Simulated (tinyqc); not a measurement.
Potential step from the flux.

Problem. On one interval J = (q mu Vt/hx) [nb B(d) - na B(-d)], B(d) = d/(exp(d) - 1), d = (psi_b - psi_a)/Vt. Find psi_b - psi_a, and the step at which J would vanish.

Parameters, values chosen for the exercise:
- T = 250 K (temperature)
- mu = 4950 cm^2/(V s) (electron mobility)
- na = 9.3e13 cm^-3 (density at the left node)
- nb = 9.1e15 cm^-3 (density at the right node)
- hx = 19 nm (node spacing)

Constants: q = 1.602176634e-19 C, kB = 1.380649e-23 J/K, Vt = kB T/q. Results are converted to the units shown.

J = -46.151712 A/cm^2

Answer. B(d) falls and B(-d) rises with d, so J falls steadily with the step and one value matches. J = 0 needs nb/na = exp(d), the Boltzmann ratio.

psi_b - psi_a = 0.0990 V
step for J = 0 = 0.0987 V

Computed by the program tinyqc: `OMP_NUM_THREADS=1 python tinyqc.py 2220040 2220041 out.jsonl`, one thread of a shared Intel Xeon 2.30GHz, about 0.01 s for the whole run.
